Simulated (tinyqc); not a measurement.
## Density and mobility of a removed layer (differential Hall)

Inverse problem. For layers in parallel the sheet conductance g = 1/Rs and the product g mu_H (mu_H signed, unit Hall factors) are additive. Find the sheet density and mobility of the layer that was removed, and its share of the conductance.

Constants: q = 1.602176634e-19 C. Results are converted to the units shown.

Rs before and after removing the top layer (ohm/square): 57.409024  279.63750
apparent mobility before and after, signed (cm^2/(V s)): 535.62914  2400

Answer. The differences give g1 = q n mu and g1 mu = q n mu^2; their ratio is mu and g1^2/(q g1 mu) is n.

sheet density = 1.600e15 cm^-2
mobility = 54.00 cm^2/(V s)
share of the conductance = 79.47 %

Computed by the program tinyqc: `OMP_NUM_THREADS=1 python tinyqc.py 2850226 2850227 out.jsonl`, one thread of a shared Intel Xeon 2.30GHz, about 0.01 s for the whole run.
